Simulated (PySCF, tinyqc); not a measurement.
Ways to converge the cycle: SCF convergence aids in the 6-31g basis, for H2, spin multiplicity 1. Computed by the program tinyqc with PySCF. 

Geometry (angstrom):
```
atom       x       y       z
H     0.0000  0.0000  0.0000
H     0.0000  0.0000  1.2530
```

lowest restricted solution found by these runs and by PySCF = -1.045162 hartree

RHF with one setting changed at a time; a run stops when the energy changes by less than 1e-09 hartree and the error matrix is below 1e-5. The start is random orbitals. Damping d keeps d of the old density; a shift (hartree) raises the virtual levels; DIIS n extrapolates F over n matrices.

Largest element of the error matrix X^T (FDS - SDF) X:
```
iteration    plain  damping 0.3  damping 0.6  shift 0.4   DIIS 3   DIIS 8
1          6.2e-01      6.2e-01      6.2e-01    6.2e-01  6.2e-01  6.2e-01
2          2.6e-01      3.6e-01      4.6e-01    4.0e-01  2.6e-01  2.6e-01
3          3.2e-02      1.8e-01      3.5e-01    2.1e-01  4.4e-02  4.4e-02
4          3.8e-03      7.7e-02      2.5e-01    8.2e-02  3.4e-03  3.4e-03
5          5.9e-04      3.1e-02      1.8e-01    3.0e-02  5.2e-04  2.5e-04
6          9.4e-05      1.2e-02      1.2e-01    1.1e-02  4.0e-05  4.7e-05
8          2.4e-06      1.9e-03      5.6e-02    2.8e-03  5.7e-08  8.0e-08
10               -      3.0e-04      2.5e-02    7.4e-04        -        -
14               -      8.0e-06      4.6e-03    4.7e-05        -        -
20               -      4.2e-08      3.6e-04          -        -        -
30               -            -      5.7e-06          -        -        -
```

How each run ends:
```
run          iterations  E (hartree)         state
plain                 8    -1.045162  lowest found
damping 0.3          20    -1.045162  lowest found
damping 0.6          42    -1.045162  lowest found
shift 0.4            17    -1.045162  lowest found
DIIS 3                8    -1.045162  lowest found
DIIS 8                8    -1.045162  lowest found
```

6 of 6 runs reach the lowest restricted solution found, in 8 to 42 iterations (fastest: plain, DIIS 3, DIIS 8). Plain steps already contract here, so damping only slows them. The restricted reference is unstable here: a spin-polarised solution lies 0.0012 hartree lower (PySCF), so results built on it describe a poor reference.
